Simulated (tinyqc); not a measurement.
Comparisons within one model: smearing for a one-band metal on the fcc lattice. A value that a table varies takes the place of the one given here.

Lattice vectors (units of a): a1 = (0, 1/2, 1/2), a2 = (1/2, 0, 1/2), a3 = (1/2, 1/2, 0). E(k) = -t A_1(k) - t2 A_2(k), A_m the sum of cos(k . R) over the 12 nearest and 6 second lattice vectors. Mesh k = sum (j_i/N) b_i, j_i = 0 .. N-1.

With x = (E_k - mu)/sigma: Fermi-Dirac f = 1/(1 + exp(x)), s = -f ln f - (1 - f) ln(1 - f); Gaussian f = erfc(x)/2, s = exp(-x^2)/(2 sqrt(pi)); Methfessel-Paxton (first order) f = erfc(x)/2 - x exp(-x^2)/(2 sqrt(pi)), s = (1 - 2 x^2) exp(-x^2)/(4 sqrt(pi)); cold (Marzari-Vanderbilt) with y = x + 1/sqrt(2), f = erfc(y)/2 + exp(-y^2)/sqrt(2 pi), s = y exp(-y^2)/sqrt(2 pi). With weights w = points/N^d (d the dimension), mu solves 2 sum w f = ne; E = 2 sum w f E_k, S = 2 sum w s, F = E - sigma S.

With x = (E_k - mu)/sigma: Gaussian f = erfc(x)/2, s = exp(-x^2)/(2 sqrt(pi)); Methfessel-Paxton (first order) f = erfc(x)/2 - x exp(-x^2)/(2 sqrt(pi)), s = (1 - 2 x^2) exp(-x^2)/(4 sqrt(pi)). With weights w = points/N^d (d the dimension), mu solves 2 sum w f = ne; E = 2 sum w f E_k, S = 2 sum w s, F = E - sigma S.

With x = (E_k - mu)/sigma: Methfessel-Paxton (first order) f = erfc(x)/2 - x exp(-x^2)/(2 sqrt(pi)), s = (1 - 2 x^2) exp(-x^2)/(4 sqrt(pi)). With weights w = points/N^d (d the dimension), mu solves 2 sum w f = ne; E = 2 sum w f E_k, S = 2 sum w s, F = E - sigma S.

Parameters, chosen for this exercise: t = 0.34 eV (nearest hopping); t2 = -0.06 eV (second hopping); ne = 0.72 (electrons per cell); N = 4 (unshifted mesh); sigma = 0.068 eV (width).

## Error of each scheme against the width

All on the dense mesh N = 40. The reference is F of first-order Methfessel-Paxton smearing with sigma = 0.05 t on the mesh N = 40; it moves by 0.06 meV on the mesh N = 50; in three dimensions such meshes can agree by chance and the reference may be off by about 1 meV, so smaller errors are not resolved.

Errors (meV per cell):
```
sigma (eV)    FD F  FD (E+F)/2  Gauss F  Gauss (E+F)/2   MP F  cold F
0.034        -1.11        0.04    -0.16           0.00   0.00    0.01
0.051        -2.55        0.05    -0.36           0.01   0.01    0.03
0.068        -4.56        0.01    -0.66           0.02   0.02    0.05
0.102       -10.19       -0.18    -1.52           0.06   0.06    0.06
0.136       -17.86       -0.53    -2.76           0.07   0.07   -0.01
0.204       -39.00       -1.71    -6.26          -0.02  -0.01   -0.37
0.272       -67.41       -3.68   -11.07          -0.20  -0.18   -1.03
```

reference = -0.93834 eV

Doubling sigma from 0.068 to 0.136 eV multiplies the error of F by 3.9 (Fermi-Dirac) and 4.2 (Gaussian); a pure sigma^2 term would give 4. At the smallest width Fermi-Dirac errs 7.0 times as much as Gaussian, against 2 pi^2/3 = 6.6 for the ratio of the sigma^2 terms at equal sigma. At the largest width the sizes of the errors rank MP F 0.2, Gauss (E+F)/2 0.2, cold F 1.0, FD (E+F)/2 3.7, Gauss F 11.1, FD F 67.4 meV; below about 1 meV this order, and the ratios at the smallest width, carry the noise of the mesh.

## Mesh against width

Gaussian smearing, (E + F)/2. The reference is F of first-order Methfessel-Paxton smearing with sigma = 0.05 t on the mesh N = 40; it moves by 0.06 meV on the mesh N = 50; in three dimensions such meshes can agree by chance and the reference may be off by about 1 meV, so smaller errors are not resolved.

Errors (meV per cell):
```
N   sigma = 0.05 t  sigma = 0.15 t  sigma = 0.4 t
4            18.62           16.97          13.09
6             6.56            5.54           3.05
8             9.21            8.66           7.91
12            0.71            0.71           0.85
16           -0.53           -0.55          -0.32
24           -0.04           -0.12          -0.13
```

reference = -0.93834 eV

First N from which the value stays within 2 meV of its last entry (which need not be the best one): 12 for sigma = 0.05 t, 12 for sigma = 0.15 t, 12 for sigma = 0.4 t. At the last mesh the errors are -0.04, -0.12 and -0.13 meV. By this 2 meV bar the wider smearing does not converge sooner. The smallest error belongs to 0.05 t on 1, 0.15 t on 1, 0.4 t on 4 of the 6 meshes.

## What moves the results of Methfessel-Paxton (first order) smearing

All sums formed anew. Each row changes one parameter from the base and keeps the others.

Results:
```
case              mu (eV)   E (eV)       S   F (eV)
base              -0.1334  -0.9189  0.0469  -0.9221
N = 8             -0.1310  -0.9293  0.0072  -0.9298
sigma = 0.136 eV  -0.1483  -0.9197  0.0403  -0.9251
ne = 0.82         -0.1116  -0.9309  0.0505  -0.9343
t2 = -0.026 eV    -0.0664  -0.9044  0.0384  -0.9070
t = 0.374 eV      -0.1334  -1.0082  0.0469  -1.0113
```

The largest shifts from the base row, up to three for each result and ties (the steps differ in size, so this ranks the rows, not the parameters). mu (eV): t2 +0.0670, ne +0.0218, sigma -0.0148; unchanged at the printed digits by t. E (eV): t -0.0893, t2 +0.0145, ne -0.0120. S: N -0.0397, t2 -0.0086, sigma -0.0066; unchanged at the printed digits by t. F (eV): t -0.0893, t2 +0.0151, ne -0.0122.

tinyqc: `OMP_NUM_THREADS=1 python tinyqc.py 1680567 1680568 out.jsonl`; about 0.3 s, one thread, shared Intel(R) Xeon(R) Processor @ 2.30GHz.
